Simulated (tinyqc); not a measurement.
# Changing the drive-in time t2

Model: two-step dopant diffusion (predeposition and drive-in) with a constant diffusivity. Computed by tinyqc, a small Python program. Command: `OMP_NUM_THREADS=1 python tinyqc.py 3003632 3003633 out.jsonl dopdiff sweep`. One thread of a shared host (Intel(R) Xeon(R) Processor @ 2.30GHz), about 0.1 s of CPU time with the checks.

Fick diffusion into a half space x > 0 whose background doping C_B is of the opposite type, so that a junction lies where C = C_B.

Inputs (values chosen for the exercise, modelled on boron in silicon):
```
quantity                         value        unit
prefactor D0                     0.859      cm^2/s
activation energy E               3.52          eV
surface concentration C_s      4.9e+19      1/cm^3
background doping C_B          4.7e+16      1/cm^3
predeposition temperature T1       925           C
predeposition time t1               10         min
drive-in temperature T2           1025           C
mean mobility in the layer mu      240  cm^2/(V s)
```

Furnace ramps of the drive-in: none.

Constants: k_B = 8.617333262e-05 eV/K; e = 1.602176634e-19 C.

Method:
- D = D0 exp(-E/(k_B T)).
- Temperatures in kelvin are T(C) + 273.15.
- Times in seconds are 60 times the minutes.
- (Dt)2 = D2 t2, t2 in seconds.
- C = C_s erfc(x/(2 sqrt(D1 t1))); dose Q = 2 C_s sqrt(D1 t1/pi); the junction solves erfc(z) = C_B/C_s with x_j = 2 z sqrt(D1 t1).
- With a sealed surface and a thin source, C = Q/sqrt(pi (Dt)2) exp(-x^2/(4 (Dt)2)); x_j = 2 sqrt((Dt)2 ln(C(0)/C_B)); gradient at the junction |dC/dx| = C_B x_j/(2 (Dt)2).
- Net dose Q_net = Q erf(x_j/(2 sqrt((Dt)2))) - C_B x_j; R_s = 1/(e mu Q_net), with every dopant ionised and one mobility.
- Exact two-step profile: C = (2 C_s/pi) int_0^alpha exp(-beta (1 + u^2))/(1 + u^2) du with alpha = sqrt(D1 t1/(Dt)2), beta = x^2/(4 (D1 t1 + (Dt)2)).
- The integral takes 48 Gauss-Legendre points; solve C(x) = C_B.

One run for each value; columns: (1) drive-in time t2 (min); (2) junction depth x_j (um); (3) surface concentration C(0) (Gaussian) (1/cm^3); (4) sheet resistance R_s (Gaussian) (ohm/square); (5) exact junction depth (um):
```
(1)     (2)        (3)    (4)    (5)
10    0.152  8.391e+18  532.5  0.155
19    0.203  6.087e+18  535.4  0.205
38    0.276  4.304e+18  539.7  0.278
73    0.369  3.106e+18  545.3  0.370
140   0.491  2.242e+18  552.8  0.492
270   0.652  1.615e+18  563.3  0.653
530   0.869  1.153e+18  578.3  0.869
1000  1.133  8.391e+17  598.1  1.133
2000  1.503  5.933e+17  629.0  1.503
```

Describe and explain the trends.

Over the rows, junction depth x_j (um) rises from 0.152 to 1.50 (exponent d ln y / d ln x 0.45 between the first rows and 0.41 between the last); surface concentration C(0) (Gaussian) (1/cm^3) falls from 8.39e18 to 5.93e17 (exponent d ln y / d ln x about -0.50 throughout); sheet resistance R_s (Gaussian) (ohm/square) rises from 532 to 629 (exponent d ln y / d ln x 0.0085 between the first rows and 0.073 between the last). At the low end the exponent of junction depth x_j is 0.45, close to 0.50: the diffusion length sets the depth. The exponent of surface concentration C(0) (Gaussian) stays at -0.50: a fixed dose spreads over a width sqrt(D t). x_j grows more slowly than sqrt(t2) because the logarithm ln(C(0)/C_B) shrinks, from 5.18 to 2.54.

Caution (rows 10.0): the drive-in budget is under fifteen times D1 t1, so the source is not thin and the Gaussian junction is too shallow. Caution (rows 10.0): the surface value exceeds the intrinsic carrier density during the drive-in as well. Caution (all rows): C_s exceeds the intrinsic carrier density of silicon at the predeposition temperature (2e18 to 1e19 per cm^3), where real diffusivities rise with concentration and profiles turn box-like.
